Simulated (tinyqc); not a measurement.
RHF in the sto-3g basis, for BeH2, spin multiplicity 1, step by step. Computed by tinyqc, a small Python program that keeps every step (integrals from PySCF). Settings: charge = 0, multiplicity = 1, basis = sto-3g, energy threshold = 1e-10, iteration cap = 51, orthogonalisation = symmetric, start = core, DIIS depth = 0, damping = 0.7, method = RHF. Command: `OMP_NUM_THREADS=1 python tinyqc.py 23254 23255 out.jsonl` (the two numbers bound the seeds that draw the settings). One thread of a shared host (Intel(R) Xeon(R) Processor @ 2.60GHz), about 0.07 s of CPU time with the checks.

Geometry (angstrom):
```
atom       x        y       z
Be    0.0000   0.0000  0.0000
H     0.0000   1.5880  0.1010
H     0.0000  -1.6440  0.1050
```

Stop when the energy changes by less than 1e-10 hartree and every element of the error matrix X^T (F D S - S D F) X is below 3e-06.

Course of the cycle:
```
iteration  E (hartree)     change  largest element of the error matrix
1           -14.726069          -                             5.41e-01
2           -14.940576  -2.15e-01                             4.02e-01
3           -15.099269  -1.59e-01                             2.94e-01
4           -15.214563  -1.15e-01                             2.13e-01
5           -15.297347  -8.28e-02                             1.53e-01
6           -15.356323  -5.90e-02                             1.09e-01
7           -15.398115  -4.18e-02                             7.81e-02
8           -15.427623  -2.95e-02                             5.57e-02
9           -15.448404  -2.08e-02                             3.97e-02
10          -15.463014  -1.46e-02                             2.83e-02
11          -15.473273  -1.03e-02                             2.02e-02
12          -15.480470  -7.20e-03                             1.44e-02
13          -15.485516  -5.05e-03                             1.03e-02
14          -15.489053  -3.54e-03                             7.40e-03
...                ...        ...                                  ...
38          -15.497320  -6.81e-07                             9.04e-06
39          -15.497320  -4.76e-07                             7.25e-06
40          -15.497321  -3.34e-07                             5.82e-06
41          -15.497321  -2.33e-07                             4.67e-06
42          -15.497321  -1.63e-07                             3.75e-06
43          -15.497321  -1.14e-07                             3.01e-06
44          -15.497321  -8.01e-08                             2.42e-06
45          -15.497321  -5.61e-08                             1.94e-06
46          -15.497321  -3.92e-08                             1.56e-06
47          -15.497321  -2.75e-08                             1.28e-06
48          -15.497321  -1.92e-08                             1.04e-06
49          -15.497321  -1.35e-08                             8.53e-07
50          -15.497321  -9.42e-09                             6.99e-07
51          -15.497321  -6.60e-09                             5.72e-07
```

Can the last value be used, and what does the course show?

Not by the stop rule, although the second column moves by less than 1e-07 over the last three steps. Not converged within the cap of 51 iterations: the residual falls steadily but slowly, by a factor of about 0.81 a step. Reruns (cap 100 unless said): DIIS 8: converged in 8; damping 0.5: converged in 34; level shift 0.5: converged in 22; atomic densities as start, DIIS 8: converged in 7; the original settings with a cap of 400: converged in 63. PySCF RHF in the same basis = -15.497321 hartree.
